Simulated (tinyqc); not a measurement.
Two-dimensional dopant profile at a mask edge: lateral junction, overlap and effective channel length: one step, computed by the program tinyqc. Command: `OMP_NUM_THREADS=1 python tinyqc.py 3004410 3004411 out.jsonl lateral walk`. One thread of a shared host (Intel(R) Xeon(R) Processor @ 2.30GHz), about 0.02 s of CPU time with the checks.

Ions enter for y < 0; the mask (spacer, then gate) covers y > 0. x is the depth. The surface reflects dopant during the anneal.

Question. Lateral junction at the surface. Widths s_x^2 = (vertical straggle)^2 + 2 D t, s_y^2 = (lateral straggle)^2 + 2 D t. C(x, y) = V(x) (1/2) erfc(y/(sqrt2 s_y)), V(x) = Q/(sqrt(2 pi) s_x) [exp(-(x - R_p)^2/(2 s_x^2)) + exp(-(x + R_p)^2/(2 s_x^2))]; 1 nm = 1e-7 cm. The lateral junction at depth x solves C = C_B: y_j(x) = sqrt2 s_y erfc^-1(2 C_B/V(x)). Overlap under the gate = y_j(0) - spacer; metallurgical channel L_met = L_g - 2 overlap (tails from the two sides are not added). Abruptness at y_j(0) in nm per decade = ln(10) s_y sqrt(pi/2) exp(u^2) erfc(u), u = y_j/(sqrt2 s_y). Overlap capacitance per width = 3.9 eps_0 overlap/t_ox (zero if there is no overlap).

Inputs (values chosen for the exercise, modelled on a source-drain extension in silicon):
```
quantity              value    unit
channel doping C_B  1.7e+17  1/cm^3
gate length L_g          18      nm
offset spacer           2.4      nm
oxide thickness         3.5      nm
```

s_y = 1.711724 nm

V at the surface = 6.586752e+19 1/cm^3

vertical junction x_j = 9.170732 nm

Constants: eps_0 = 8.8541878128e-12 F/m.

Give: lateral junction y_j(0); ratio y_j(0)/x_j; overlap; metallurgical channel L_met; lateral abruptness; overlap capacitance.

Answer.

lateral junction y_j(0) = 4.787 nm

ratio y_j(0)/x_j = 0.5220

overlap = 2.387 nm

metallurgical channel L_met = 13.23 nm

lateral abruptness = 1.274 nm/decade

overlap capacitance = 0.02355 fF/um

The two overlaps take 27 % of the gate length. Caution: the peak exceeds usual solubilities, so part of the dose is inactive and diffusion is concentration dependent. Caution: the profile peaks below the surface, where the junction reaches further under the gate than y_j(0); the overlap given is the one at the surface.
